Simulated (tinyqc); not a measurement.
# Grain growth, pinning, strength and diffusional creep of a polycrystal or thin film, step by step

A worked calculation. Computed by tinyqc, a small Python program that keeps every step. Command: `OMP_NUM_THREADS=1 python tinyqc.py 3017877 3017878 out.jsonl grain walk`. One thread of a shared host (Intel(R) Xeon(R) Processor @ 2.30GHz), about 0.01 s of CPU time with the checks. Intermediate numbers are printed to about 6 digits and carried at full precision; extremes and crossings named in words are read from the listed rows.

One mean grain size d describes the structure.

Inputs (values chosen for the exercise, modelled on gold): shear modulus G = 26.8 GPa; Burgers vector b = 2.884 angstrom; atomic volume Omega = 16.96 angstrom^3; boundary energy gamma = 0.37 J/m^2; mobility prefactor M0 = 1.1e-07 m^4/(J s); activation energy of boundary motion Q_m = 1.2 eV; anneal temperature T = 610 K; anneal time t = 97 s; initial grain size d0 = 22 nm; particle volume fraction f = 0.012; particle radius r = 3.2 nm; friction stress sigma_0 = 23 MPa; Hall-Petch slope k_y = 0.087 MPa m^0.5; lattice diffusion energy Q_l = 1.86 eV; boundary diffusion energy Q_b = 0.887 eV; lattice prefactor D0 = 1.9e-05 m^2/s; boundary prefactor delta D0b = 3.8e-15 m^3/s; applied stress sigma = 26 MPa; service temperature T_c = 478 K.

Sample: bulk.

Constants: k_B = 8.617333262e-05 eV/K; k_B = 1.380649e-23 J/K.

## Mobility and the sizes at which growth stops

M = M0 exp(-Q_m/(k_B T)). The driving pressure is 2 gamma/d. Zener pinning pressure 3 f gamma/(2 r) stops growth at d_Z = 4 r/(3 f). The limit is d_lim = d_Z.

mobility M = 1.33991e-17 m^4/(J s)

Zener size d_Z = 355.556 nm

limit d_lim = 355.556 nm

## Grain size after the anneal

dd/dt = 2 M gamma (1/d - 1/d_lim) integrates to 2 M gamma t = d_lim (d0 - d) + d_lim^2 ln[(d_lim - d0)/(d_lim - d)]; without pinning d^2 = d0^2 + 4 M gamma t.

size without pinning = 49.0670 nm

grain size d = 47.0300 nm

Pinning holds d to 96 % of the free value.

## Yield stress

Hall-Petch term k_y/sqrt(d). Orowan term 3.06 x 0.4 G b ln(2 rbar/b)/(pi lambda sqrt(1 - nu)) with nu = 1/3, rbar = sqrt(2/3) r, lambda = rbar (sqrt(pi/f) - 2). The terms are added to sigma_0.

Hall-Petch term = 401.173 MPa

Orowan term = 288.379 MPa

yield stress = 712.553 MPa

The largest term is the Hall-Petch one. The anneal changed the Hall-Petch term from 587 to 401 MPa.

## Diffusional creep at T_c

Nabarro-Herring rate = 14 sigma Omega D_l/(k_B T d^2), D_l = D0 exp(-Q_l/(k_B T)); Coble rate = 14 pi sigma Omega delta D_b/(k_B T d^3), delta D_b = delta D0b exp(-Q_b/(k_B T)); they are equal at d_x = pi delta D_b/D_l.

Nabarro-Herring rate = 1.96865e-10 1/s

Coble rate = 0.0477274 1/s

crossover size d_x = 1.14018e+07 micrometre

time to 1 % strain = 0.209523 s

Boundary diffusion carries the creep, by a factor 2.4e8.

## Strength against creep resistance

Hall-Petch term k_y/sqrt(d).

At T_c and sigma:
```
d (nm)  Hall-Petch term (MPa)  Nabarro-Herring (1/s)  Coble (1/s)  time to 1 % (s)
30                    502.295            4.83810e-10  1.83878e-01      5.43840e-02
100                   275.118            4.35429e-11  4.96469e-03      2.01422e+00
300                   158.840            4.83810e-12  1.83878e-04      5.43840e+01
1000                   87.000            4.35429e-13  4.96469e-06      2.01422e+03
3000                   50.229            4.83810e-14  1.83878e-07      5.43840e+04
10000                  27.512            4.35429e-15  4.96469e-09      2.01422e+06
100000                  8.700            4.35429e-17  4.96469e-12      2.01421e+09
```

From 100 micrometre to 30 nm grains the Hall-Petch term grows 58 times, while the time to 1 % strain shrinks by 10.6 decades. Coble creep rules in 7 of the seven rows (d_x is a millimetre or more). Fine grains resist slip but creep fast. The Hall-Petch value at 30 nm is at the edge of that law.

## Growth with time

The formulas are those given above.

At T:
```
t (s)  free growth (nm)  pinned growth (nm)   d/d_lim
19                29.34              28.873  0.081205
64                41.87              40.474  0.113832
190               65.21              61.424  0.172754
640              114.79             102.852  0.289272
1900             195.35             161.371  0.453857
6400             356.93             248.887  0.699995
19000            614.22             323.353  0.909430
64000           1126.79             354.691  0.997568
```

The apparent exponent d ln d/d ln t of the pinned growth is at most about 0.42, below the ideal 1/2, and falls to 0.076 in the last rows: the initial size hides the law early and pinning hides it late.

Checks made by the program: d against numerical integration (relative difference 2e-09).
